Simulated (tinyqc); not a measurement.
## Gate voltage for a wanted density

Inverse problem. A HEMT has a barrier of thickness d, permittivity eb and off voltage Voff; energies are counted from the channel band edge at the interface. F = q (eta ns + Nb)/(eps0 ec) in eV/nm; E_k = a_k (C F^2/me)^(1/3), a_0 = 2.338107, a_1 = 4.087949, C = hbar^2/(2 m0); D = me m0 q/(pi hbar^2); ns = D Vt [ln(1 + exp((EF - E_0)/Vt)) + ln(1 + exp((EF - E_1)/Vt))], which gives EF = E_0 + Vt ln{2 s/[(1 + u) + sqrt((1 + u)^2 + 4 u s)]} with s = exp(ns/(D Vt)) - 1, u = exp((E_0 - E_1)/Vt). Charge control: ns + Nb = eps0 eb (Vg - Voff - EF)/(q d). Find E_0, E_1, EF and the Vg that gives this ns.

Parameters, values chosen for the exercise; material values close to those of AlGaN on GaN:

| symbol | value | unit | meaning |
|---|---|---|---|
| T | 500 | K | temperature |
| d | 23 | nm | barrier thickness |
| me | 0.2 | m0 | electron mass in the channel |
| ec | 9.52 |  | relative permittivity of the channel |
| eta | 0.5 |  | share of ns that counts in the confining field |
| Nb | 5e10 | cm^-2 | depletion charge of the buffer |

Constants: q = 1.602176634e-19 C, kB = 1.380649e-23 J/K, hbar = 1.054571817e-34 J s, m0 = 9.1093837015e-31 kg, Vt = kB T/q, eps0 = 8.8541878128e-14 F/cm where lengths are in cm, hbar^2/(2 m0) = 0.0380998212 eV nm^2. Results are converted to the units shown.

ns = 7.6e12 cm^-2
eb = 9.3007000
Voff = -8.8640016 V

Solution. In this direction nothing needs iterating: ns fixes the field, the levels and EF, and the charge-control relation gives Vg.

E_0 = 0.235 eV
E_1 = 0.412 eV
EF = 0.316 eV
Vg = -5.13 V

Numbers from tinyqc (`OMP_NUM_THREADS=1 python tinyqc.py 2180122 2180123 out.jsonl`; about 0.01 s on one thread of a shared Intel Xeon 2.30GHz).
